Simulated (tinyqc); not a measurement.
Reset of a mushroom phase-change cell, hemispherical electro-thermal model: two steps of the calculation.

Current spreads from a hemispherical contact of radius r0 into a large dome with constant rho and ka: j = I/(2 pi r^2). With s = r0/r the steady rise is T - T0 = c (b s - s^2), c = I^2 rho/(8 pi^2 ka r0^2). The heat lost through the heater, (T(r0) - T0)/Rh, fixes b = (2 + g)/(1 + g), g = 1/(2 pi ka r0 Rh).

Parameters, values chosen for the exercise; values of the order of Ge-Sb-Te and related chalcogenides:
```
symbol  value     unit                                            meaning
T0        300        K                                ambient temperature
Tm        874        K                                      melting point
r0         13       nm                       radius of the heater contact
rho         7  mohm cm                resistivity of the hot chalcogenide
ka       1.19  W/(m K)                           its thermal conductivity
Rh         40     K/uW  thermal resistance of the path through the heater
I         440       uA                                      reset current
```

Problem 1. Constants and melting current. The peak lies at s = b/2 with the rise c b^2/4; melting starts at the current where that equals Tm - T0, and the molten shell spans the roots of s^2 - b s + (Tm - T0)/c = 0 (s at most 1). Electrical resistance rho/(2 pi r0).

Wanted: g; b; resistance; radius of the peak; melting current; power at that current.

Solution 1.

g = 0.25720
b = 1.7954
resistance = 0.85699 kohm
radius of the peak = 14.481 nm
melting current = 401.96 uA
power at that current = 138.47 uW

Problem 2. Temperature profile and molten shell. 

r, point 0 to 7 (nm): 13  14.9  17.6  20.8  26  33.8  45.5  65
b = 1.7954188

Wanted: c; T; peak T; inner radius of the melt; outer radius of the melt.

Solution 2.

c = 853.5 K
T, point 0 to 7 (K): 978.9  987.2  966.2  924.3  852.8  763.1  668.1  572.3
peak T = 987.8 K
inner radius of the melt = 13.00 nm
outer radius of the melt = 24.41 nm

The melt reaches the contact.

Range of the model: Constant properties, no latent heat, thermoelectric terms, boundary resistance or heating in the heater itself.

Program tinyqc, `OMP_NUM_THREADS=1 python tinyqc.py 2490048 2490049 out.jsonl`; Intel Xeon 2.30GHz, shared host, one thread, about 0.01 s.
